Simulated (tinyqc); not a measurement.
# Read current of a NAND string, cells in series solved by shooting: read current against the number of cells

Cells in series, numbered from 0 at the source line (0 V) to the bit line, each followed by a gap resistance Rg. A cell with gate Vg, threshold VT, source Vs and drain Vd passes I = 2 nf K Vt^2 [F(Vs) - F(Vd)]/(1 + th max(Vg - VT, 0)), F(V) = ln^2(1 + exp((Vg - VT - nf V)/(2 nf Vt))). The selected cell has Vg = Vr, the others Vg = Vp.

For a trial current I start at 0 V and, cell by cell, solve for the drain: sqrt(F(Vd)) = sqrt(F(Vs) - I/k), k = 2 nf K Vt^2/(1 + th max(Vg - VT, 0)), Vd = [Vg - VT - 2 nf Vt ln(exp(sqrt F) - 1)]/nf, then add I Rg. The string current is the I for which the last node reaches Vbl. The apparent threshold is the Vr at which I = Is. Background: all other cells erased (VT = Ve) or all in the highest state (VT = Vh); ratio and shift are high over erased and high minus erased. The selected cell is in the middle, cell n/2.

Inputs (values chosen for the exercise); values of the order met in vertical NAND strings:
- T = 300 K (temperature)
- K = 18 uA/V^2 (gain factor of a cell)
- nf = 2 (slope factor)
- th = 0.02 1/V (mobility reduction factor)
- Rg = 1.6 kohm (resistance of the gap between cells)
- Vbl = 0.4 V (bit-line voltage)
- Vp = 5.8 V (pass voltage)
- Ve = -1.7 V (threshold of an erased cell)
- Vh = 3.8 V (threshold of the highest state)
- Vx = 1.9 V (threshold of the selected cell)
- Is = 10 nA (sensing current)
- Vr = 2.8 V (read voltage on the selected word line)

Constants: q = 1.602176634e-19 C, kB = 1.380649e-23 J/K, Vt = kB T/q. Results are converted to the units shown.

Results:

| n | I, others erased (uA) | I, others high (uA) | ratio | apparent VT, erased (V) | apparent VT, high (V) | background shift (mV) |
|---|---|---|---|---|---|---|
| 8 | 2.075 | 1.057 | 0.5092 | 1.844 | 1.846 | 1.631 |
| 16 | 1.451 | 0.5905 | 0.4070 | 1.845 | 1.848 | 3.265 |
| 64 | 0.5114 | 0.1609 | 0.3145 | 1.850 | 1.863 | 13.13 |
| 96 | 0.3568 | 0.1083 | 0.3034 | 1.853 | 1.873 | 19.76 |
| 128 | 0.2740 | 0.08160 | 0.2979 | 1.856 | 1.883 | 26.43 |
| 192 | 0.1871 | 0.05467 | 0.2922 | 1.863 | 1.903 | 39.93 |

Estimate the missing row, n = 32.

Computed row:

| n | I, others erased (uA) | I, others high (uA) | ratio | apparent VT, erased (V) | apparent VT, high (V) | background shift (mV) |
|---|---|---|---|---|---|---|
| 32 | 0.9012 | 0.3126 | 0.3468 | 1.846 | 1.853 | 6.541 |

With this row back in the table: With erased neighbours the current falls from 2.08 to 0.187 uA, as n^(-0.52) between the first two rows and n^(-0.94) between the last two (-1 once the series resistance rules). The ratio falls from 0.509 to 0.292 and the background shift rises from 1.63 to 39.9 mV.

tinyqc, about 0.6 s, one thread, Intel Xeon 2.30GHz (shared host): `OMP_NUM_THREADS=1 python tinyqc.py 2142232 2142233 out.jsonl`
